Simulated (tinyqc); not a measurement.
# Changing the noise amplitude

Model: cluster expansion of a binary alloy: correlations, fit, cross-validation and ground states. Computed by tinyqc, a small Python program. Command: `OMP_NUM_THREADS=1 python tinyqc.py 3000898 3000899 out.jsonl clex sweep`. One thread of a shared host (Intel(R) Xeon(R) Processor @ 2.30GHz), about 0.2 s of CPU time with the checks.

s = +1 for A and -1 for B. Energy per site E = J0 + J1 P(point) + sum over clusters of m V P, with P the mean product of spins; V > 0 on a pair favours unlike neighbours. Clusters per site m: pair 1 6, pair 2 3, pair 3 12, triplet 8; the triplet is the triangle of first neighbours. Formation energies are counted from the line between pure A and pure B, which removes J0 and J1.

Inputs (values chosen for the exercise, for a model alloy):
```
quantity                    value  unit
first-pair interaction V1     -39   meV
second-pair interaction V2    -11   meV
third-pair interaction V3    -3.4   meV
triplet interaction Vt       -7.6   meV
```

Lattice: fcc.

correlations P, counted on periodic cells:
```
                       point     pair 1     pair 2     pair 3    triplet
A                   1.000000   1.000000   1.000000   1.000000   1.000000
A3B L1_2            0.500000   0.000000   1.000000   0.000000  -0.500000
A3B D0_22           0.500000   0.000000   0.666667   0.333333  -0.500000
A3B (001) layers    0.500000   0.333333   0.666667   0.000000   0.500000
A2B (001) layers    0.333333   0.111111   0.555556  -0.333333   0.333333
AB L1_0             0.000000  -0.333333   1.000000  -0.333333   0.000000
AB L1_1             0.000000   0.000000  -1.000000   0.000000   0.000000
A2B2 (001) layers   0.000000   0.333333   0.333333  -0.333333   0.000000
AB2 (001) layers   -0.333333   0.111111   0.555556  -0.333333  -0.333333
AB3 L1_2           -0.500000   0.000000   1.000000   0.000000   0.500000
AB3 D0_22          -0.500000   0.000000   0.666667   0.333333   0.500000
AB3 (001) layers   -0.500000   0.333333   0.666667   0.000000  -0.500000
B                  -1.000000   1.000000   1.000000   1.000000  -1.000000
```

standard normal numbers for the noise (0 for the pure ends): A 0.000, A3B L1_2 -0.887, A3B D0_22 -0.165, A3B (001) layers 0.421, A2B (001) layers -0.382, AB L1_0 1.583, AB L1_1 -1.132, A2B2 (001) layers -0.700, AB2 (001) layers 0.191, AB3 L1_2 2.663, AB3 D0_22 1.293, AB3 (001) layers -0.763, B 0.000

Method:
- Design matrix of formation energies: m (P - 1) for pairs and m (P(triplet) - P(point)) for the triplet; x = (1 - P(point))/2.
- Exact: X V with V = (V1, V2, V3, Vt). The data to fit add the noise amplitude times the normal numbers, standing for what the clusters leave out.
- Leave out pair 3: A = X^T X and b = X^T E (E being the data with noise) over these three columns; solve A V = b. The root-mean-square error runs over the structures between the pure ends.
- For each set, H = X (X^T X)^-1 X^T over the structures between the ends; residual e = E - H E; leave-one-out error e_i/(1 - H_ii); both as root mean squares.

One run for each value; columns: (1) noise amplitude (meV/site); (2) leave-one-out error without pair 3 (meV/site); (3) leave-one-out error with all four (meV/site); (4) root-mean-square error of the three-cluster fit (meV/site):
```
(1)       (2)     (3)     (4)
0.39   25.340   0.330  12.999
0.75   25.105   0.635  12.910
1.50   24.625   1.270  12.732
2.80   23.819   2.371  12.446
5.40   22.321   4.573  11.970
10.00  20.131   8.468  11.479
20.00  18.228  16.935  12.112
39.00  26.095  33.024  18.052
```

Over the rows, leave-one-out error without pair 3 (meV/site) goes from 25.3 through a minimum among these rows, 18.2 at 20.0, to 26.1; leave-one-out error with all four (meV/site) rises from 0.330 to 33.0 (exponent d ln y / d ln x about 1.00 throughout); root-mean-square error of the three-cluster fit (meV/site) goes from 13.0 through a minimum among these rows, 11.5 at 10.0, to 18.1. With all four clusters the error is pure noise and scales with it. Leaving out pair 3 leaves a floor set by V3 once the noise is small enough, but predicts better from a noise of 39 meV on.

Extremes, crossings and ranges named in words are read from the listed rows.
